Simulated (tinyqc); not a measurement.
Raman shift of the zone-centre optical phonon of a diamond-structure crystal under stress: one step, computed by the program tinyqc.

Axes x, y, z are the cube axes. Strain shifts the threefold optical mode and can split it; p, q and r are the phonon deformation potentials.

Problem. Heating mistaken for stress. A temperature above 300 K shifts the line by (d omega/dT)(T - 300 K); divided by the shift per stress it poses as a stress; the total shift adds it to the shift of the observed line. The anti-Stokes to Stokes ratio is [(omega_L + omega_0)/(omega_L - omega_0)]^3 exp(-h c omega_0/(k_B T)) in photon counts, omega_L = 1/wavelength, resonance effects left out.

Inputs (values chosen for the exercise, modelled on silicon): unstrained frequency omega_0 = 521.4 1/cm; temperature coefficient d omega/dT = -0.022 1/(cm K); local temperature T = 310 K; laser wavelength = 364 nm.

Stress state: biaxial. Axis: [110].

shift per stress = -3.576167 1/(cm GPa)

shift of the observed line = -2.324509 1/cm

Constants: h = 6.62607015e-34 J s; c = 299792458 m/s; k_B = 1.380649e-23 J/K.

Give: thermal shift; apparent stress from heating; total shift; anti-Stokes/Stokes ratio.

Solution.

thermal shift = -0.22 1/cm

apparent stress from heating = 0.06152 GPa

total shift = -2.545 1/cm

anti-Stokes/Stokes ratio = 0.09965

Caution: this stress has components normal to the (001) face, so it cannot reach a free (001) surface; it can act on buried material.
